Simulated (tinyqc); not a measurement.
Free and trapped electrons in a MOS channel with a dense trap tail: effect of the acceptor density.

p-type body, charge-sheet picture, full ionisation (an idealisation for deep acceptors), Boltzmann statistics for free electrons. e = Ec - EF at the surface. Acceptor-like traps of density D(E) = D0 + De exp(-E/Ew) at depth E below Ec, from 0 to Eu, hold n_t = integral of D(E)/(1 + exp((e - E)/Vt)). psi = Eg - Vt ln(Nv/Na) - e; N_dep = sqrt(2 eps0 eps_r Na (psi - Vt)/q); n_f = sqrt(N_dep^2 + 2 eps0 eps_r Vt Nc exp(-e/Vt)/q) - N_dep; Vg = Vfb + psi + q (N_dep + n_t + n_f)/Cox, Cox = eps0 eox/tox.

Vfb is held fixed. VT is the Vg for n_f = 1e11 cm^-2; swing ln 10 n_f/(dn_f/dVg) at n_f = 1e8 cm^-2; the last three columns are for Vg = VT + 2.7 V, with free share n_f/(n_f + n_t) and field-effect mobility mf q (dn_f/dVg)/Cox; there EF is near the band edge, where Boltzmann statistics are rough.

Values chosen for this exercise; band and dielectric values close to those of 4H silicon carbide:

| symbol | value | unit | meaning |
|---|---|---|---|
| T | 300 | K | temperature |
| Eg | 3.28 | eV | band gap |
| eps_r | 9.88 |  | relative permittivity |
| Nc | 1.69e19 | cm^-3 | conduction-band density of states at T |
| Nv | 2.54e19 | cm^-3 | valence-band density of states at T |
| eox | 3.9 |  | relative permittivity of the insulator |
| tox | 34 | nm | insulator thickness |
| Vfb | -2.1 | V | flat-band voltage without trapped charge |
| D0 | 2.4e10 | cm^-2 eV^-1 | constant background density of acceptor-like traps |
| De | 6.6e12 | cm^-2 eV^-1 | density of the tail at the conduction edge |
| Ew | 0.08 | eV | decay energy of the tail |
| Eu | 0.57 | eV | depth below Ec down to which the traps reach |
| mf | 75 | cm^2/(V s) | mobility of free electrons |

Constants: q = 1.602176634e-19 C, kB = 1.380649e-23 J/K, Vt = kB T/q, eps0 = 8.8541878128e-14 F/cm where lengths are in cm. Results are converted to the units shown.

Effect of the acceptor density:
columns A: Na (cm^-3); B: e at VT (eV); C: VT (V); D: q n_t/Cox at VT (V); E: swing (mV/decade); F: n_f (cm^-2); G: free share (%); H: field-effect mobility (cm^2/(V s))
```
A           B      C       D      E         F      G      H
1e15   0.1203  1.468  0.2338  81.66  1.471e12  77.82  67.74
2e15   0.1130  1.631  0.2540  84.83  1.479e12  77.67  68.09
6e15   0.1005  2.006  0.2923  91.43  1.493e12  77.32  68.76
1e16  0.09443  2.250  0.3128  95.39  1.499e12  77.12  69.13
3e16  0.08096  3.009  0.3625  106.8  1.512e12  76.59  69.96
8e16  0.06861  4.103  0.4132  121.6  1.523e12  76.08  70.68
2e17  0.05690  5.707  0.4652  141.9  1.532e12  75.63  71.24
5e17  0.04509  8.210  0.5204  171.5  1.538e12  75.22  71.59
```

What does the table show?

As Na goes from 1e15 to 5e17, VT rises from 1.47 to 8.21 V, its part due to traps rises from 0.234 to 0.520 V, the swing rises from 81.7 to 171 mV/decade and the field-effect mobility rises from 67.7 to 71.6 cm^2/(V s). Most of the rise of VT is depletion charge; the trap part grows since the same n_f needs EF nearer the band edge at heavier doping. For Na = 5e17 e is under 2 Vt already at VT, so VT too is rough.

Program tinyqc, `OMP_NUM_THREADS=1 python tinyqc.py 2222098 2222099 out.jsonl`; Intel Xeon 2.30GHz, shared host, one thread, about 0.02 s.
